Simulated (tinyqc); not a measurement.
# Read current of a NAND string, cells in series solved by shooting, step by step

Numbers from tinyqc (`OMP_NUM_THREADS=1 python tinyqc.py 2142251 2142252 out.jsonl`; about 0.8 s on one thread of a shared Intel Xeon 2.30GHz). Printed values are rounded.

Cells in series, numbered from 0 at the source line (0 V) to the bit line, each followed by a gap resistance Rg. A cell with gate Vg, threshold VT, source Vs and drain Vd passes I = 2 nf K Vt^2 [F(Vs) - F(Vd)]/(1 + th max(Vg - VT, 0)), F(V) = ln^2(1 + exp((Vg - VT - nf V)/(2 nf Vt))). The selected cell has Vg = Vr, the others Vg = Vp.

Inputs (values chosen for the exercise); values of the order met in vertical NAND strings: temperature T = 300 K; gain factor of a cell K = 17 uA/V^2; slope factor nf = 1.8; mobility reduction factor th = 0.06 1/V; resistance of the gap between cells Rg = 13 kohm; bit-line voltage Vbl = 0.4 V; pass voltage Vp = 6.6 V; read voltage on the selected word line Vr = 4.96 V.

Constants: q = 1.602176634e-19 C, kB = 1.380649e-23 J/K, Vt = kB T/q. Results are converted to the units shown.

## Step 1: node voltages for a trial current

first trial current = 1 uA

| cell | thresholds from the source end (V) |
|---|---|
| 0 | 3.7 |
| 1 | 3.7 |
| 2 | -0.8 |
| 3 | -0.8 |
| 4 | 3 |
| 5 | -0.8 |

For a trial current I start at 0 V and, cell by cell (the selected one is cell 4), solve for the drain: sqrt(F(Vd)) = sqrt(F(Vs) - I/k), k = 2 nf K Vt^2/(1 + th max(Vg - VT, 0)), Vd = [Vg - VT - 2 nf Vt ln(exp(sqrt F) - 1)]/nf, then add I Rg.

| cell | node voltage after each cell and gap, trial 1 (V) |
|---|---|
| 0 | 0.03699203 |
| 1 | 0.07455670 |
| 2 | 0.09926423 |
| 3 | 0.1240441 |
| 4 | 0.1756709 |
| 5 | 0.2006801 |

## Step 2: node voltages for a trial current

second trial current = 1.8 uA

As before.

| cell | node voltage after each cell and gap, trial 2 (V) |
|---|---|
| 0 | 0.06685000 |
| 1 | 0.1356366 |
| 2 | 0.1804606 |
| 3 | 0.2255303 |
| 4 | 0.3287676 |
| 5 | 0.3746919 |

## Course of the secant iteration

Secant steps on the end voltage less Vbl, from the two trials; a trial above the saturation current of a cell has no solution and is moved halfway to the previous trial. Stop below 1e-9 V.

Course of the iteration:

| iteration | I (uA) | end voltage - Vbl (V) | halvings |
|---|---|---|---|
| 1 | 1.916351 | 1.38e-3 | 0 |
| 2 | 1.910325 | -1.03e-5 | 0 |
| 3 | 1.910370 | -4.27e-9 | 0 |
| 4 | 1.910370 | 1.23e-14 | 0 |

Converged in 4 iterations to I = 1.9104 uA. The selected cell takes 21.6 % of the bit-line voltage and the gaps together 37.3 %.
